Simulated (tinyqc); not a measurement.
# Worked calculation: bandgap voltage reference from two bipolar transistors

tinyqc, about 0.03 s, one thread, Intel Xeon 2.30GHz (shared host): `OMP_NUM_THREADS=1 python tinyqc.py 2062140 2062141 out.jsonl` Printed values are rounded.

Two transistors of area 1 and N carry the same current I. Is(T) = Is (T/T0)^eta exp[(Vg0 q/kB)(1/T0 - 1/T)], VBE1 = Vt ln(I/Is(T)) + I rb, VBE2 = Vt ln(I/(N Is(T))) + I rb/N. The amplifier forces I R1(T) = VBE1 - VBE2 + Vos, with R(T) = R (1 + tc (T - T0)) for both resistors, and the output is Vref = VBE1 + I R2(T). Base currents and the Early effect are neglected.

Values chosen for this exercise; values of the order met in silicon bipolar transistors: reference temperature T0 = 298 K; band-gap voltage extrapolated to 0 K Vg0 = 1.15 V; temperature exponent of the saturation current eta = 4.4; saturation current of the unit transistor at T0 Is = 2.6e-18 A; area ratio of the second transistor N = 8; resistor across which the difference of VBE falls, at T0 R1 = 6.7 kohm; temperature coefficient of both resistors tc = 0 ppm/K; offset of the amplifier Vos = 2.8 mV; series resistance of the unit transistor rb = 0 ohm; output resistor at T0 R2 = 59.47 kohm; temperature T = 333 K.

Constants: q = 1.602176634e-19 C, kB = 1.380649e-23 J/K. Results are converted to the units shown.

## Operating point at the reference temperature

Vt = kB T/q; I = (Vt ln N + Vos)/(R1(T) - rb (1 - 1/N)). Evaluate at T = T0.

Vt = 0.0256797 V
I = 8.38796 uA
Is(T) = 2.6e-18 A
VBE1 = 0.739633 V
I R2 = 0.498832 V
Vref = 1.23847 V

## Operating point at another temperature

Vt = kB T/q; I = (Vt ln N + Vos)/(R1(T) - rb (1 - 1/N)).

Vt = 0.0286957 V
I = 9.32404 uA
Is(T) = 4.69186e-16 A
VBE1 = 0.680451 V
I R2 = 0.554501 V
Vref = 1.23495 V

From T0 to T, VBE1 changes by -59.2 mV and I R2 by 55.7 mV, which leaves -3.51 mV in Vref.

## Resistor for zero slope at T0, ideal case

With tc = 0, Vos = 0 and rb = 0 the current is proportional to T, dVBE/dT = (VBE - Vg0 - (eta - 1) Vt)/T, and Vref has zero slope at T0 when Vref = Vg0 + (eta - 1) Vt0. Find VBE1, its slope, that Vref, R2/R1 and the curvature d2Vref/dT2 = -(eta - 1) kB/(q T0).

VBE1 = 0.738321 V
dVBE/dT = -1.67446 mV/K
Vref = 1.23731 V
R2/R1 = 9.34450
curvature = -0.983186 uV/K^2
